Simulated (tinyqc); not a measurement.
Finite line against the semi-infinite law: electromigration in a confined line: Blech product, Korhonen stress evolution and Black's law. Computed by tinyqc, a small Python program. Command: `OMP_NUM_THREADS=1 python tinyqc.py 3029302 3029303 out.jsonl emigr walk`. One thread of a shared host (Intel(R) Xeon(R) Processor @ 2.30GHz), about 0.02 s of CPU time with the checks.

The electron wind pushes atoms from the cathode (x = 0) to the anode (x = L); blocking ends build a back stress (tension positive). The input rho is taken not to change with temperature. d sigma/dt = d/dx [kappa (d sigma/dx + G)], with zero flux at both ends and sigma = 0 at t = 0.

Inputs (values chosen for the exercise, close to those used for aluminium lines):

| quantity | value | unit |
|---|---|---|
| resistivity rho | 2.96 | micro-ohm cm |
| atomic volume Omega | 16.6 | angstrom^3 |
| effective charge number Z* | 4.7 | - |
| prefactor D0 | 8.1e-08 | m^2/s |
| activation energy E | 0.722 | eV |
| effective modulus B | 36 | GPa |
| critical stress sigma_c | 400 | MPa |
| current density j | 5.1 | MA/cm^2 |
| line length L | 180 | um |
| test temperature T | 330 | C |

Start: stress-free.

Constants: e = 1.602176634e-19 C; k_B = 8.617333262e-05 eV/K; k_B = 1.380649e-23 J/K.

Method:
- G = Z* e rho j/Omega; D = D0 exp(-E/(k_B T)); kappa = D B Omega/(k_B T); drift velocity of an unconfined line v = D Z* e rho j/(k_B T). SI: 1 micro-ohm cm = 1e-8 ohm m, 1 MA/cm^2 = 1e10 A/m^2.
- Temperatures in kelvin are T(C) + 273.15.
- At steady state sigma(x) = G (L/2 - x). A void forms only if the cathode stress reaches sigma_c, that is if j L exceeds (j L)_c = 2 Omega (sigma_c)/(Z* e rho). Time scale tau = L^2/kappa.
- sigma(x, t) = G L [1/2 - x/L - 4 sum_(m odd) cos(m pi x/L) exp(-m^2 pi^2 s)/(m pi)^2], s = t/tau, summed to m = 399.
- Semi-infinite line: sigma(0, t) = 2 G L sqrt(s/pi). One-term form: keep m = 1 alone.

tau = 1.67000 h

stress gradient G = 68.4797 MPa/um

Cathode stress (MPa):

| s | t (h) | full series | semi-infinite | one term |
|---|---|---|---|---|
| 0.002 | 3.3400e-03 | 622.0 | 622 | 1265.1 |
| 0.005 | 8.3500e-03 | 983.5 | 984 | 1408.0 |
| 0.01 | 1.6700e-02 | 1390.9 | 1391 | 1637.0 |
| 0.02 | 3.3400e-02 | 1967.0 | 1967 | 2062.4 |
| 0.05 | 8.3500e-02 | 3106.8 | 3110 | 3113.3 |
| 0.1 | 1.6700e-01 | 4301.2 | 4398 | 4301.2 |
| 0.2 | 3.3400e-01 | 5469.2 | 6220 | 5469.2 |
| 0.4 | 6.6800e-01 | 6066.8 | 8797 | 6066.8 |
| 0.8 | 1.3360e+00 | 6161.3 | 12440 | 6161.3 |

What does the comparison show, and why?

Among these rows the semi-infinite law holds to 1 % up to s = 0.05 and the one-term form from s = 0.05 on: the far end is felt once sqrt(kappa t) is no longer small against L, and by then the terms with m > 1 have nearly died out. The critical stress 400 MPa is already passed in the first row. Caution: rows beyond sigma_c are formal, since a void ends the model there.
